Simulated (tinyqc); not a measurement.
RKS/exchange-only LDA in the sto-6g basis, for H4, spin multiplicity 1, step by step. One step of it, computed by the program tinyqc.

Question. Iteration 1: diagonalisation and new density. Diagonalise F' = X^T F X, C = X C', fill 2 alpha and 2 beta electrons from the bottom; D = 2 C_occ C_occ^T. Each column has its largest component positive (the first on a tie).

Kohn-Sham matrix F (hartree):
```
           1H 1s      2H 1s      3H 1s      4H 1s
1H 1s  -0.080598  -0.174556  -0.087191  -0.052981
2H 1s  -0.174556  -0.080598  -0.052981  -0.087191
3H 1s  -0.087191  -0.052981  -0.080598  -0.174556
4H 1s  -0.052981  -0.087191  -0.174556  -0.080598
```

X:
```
               1          2          3         4
1H 1s   0.664212   0.587682   0.476328  0.394348
2H 1s  -0.664212  -0.587682   0.476328  0.394348
3H 1s  -0.664212   0.587682  -0.476328  0.394348
4H 1s   0.664212  -0.587682  -0.476328  0.394348
```

Give: F' = X^T F X; orbital energies; coefficients C; D after iteration 1.

Answer.

F' = X^T F X (hartree):
```
        1       2        3        4
1  0.2262  0.0000   0.0000   0.0000
2  0.0000  0.0825   0.0000   0.0000
3  0.0000  0.0000  -0.1044   0.0000
4  0.0000  0.0000   0.0000  -0.2459
```

orbital energies (hartree): MO1 -0.2459, MO2 -0.1044, MO3 0.0825, MO4 0.2262

coefficients C:
```
          MO1      MO2      MO3      MO4
1H 1s  0.3943   0.4763   0.5877   0.6642
2H 1s  0.3943   0.4763  -0.5877  -0.6642
3H 1s  0.3943  -0.4763   0.5877  -0.6642
4H 1s  0.3943  -0.4763  -0.5877   0.6642
```

D after iteration 1:
```
         1H 1s    2H 1s    3H 1s    4H 1s
1H 1s   0.7648   0.7648  -0.1428  -0.1428
2H 1s   0.7648   0.7648  -0.1428  -0.1428
3H 1s  -0.1428  -0.1428   0.7648   0.7648
4H 1s  -0.1428  -0.1428   0.7648   0.7648
```
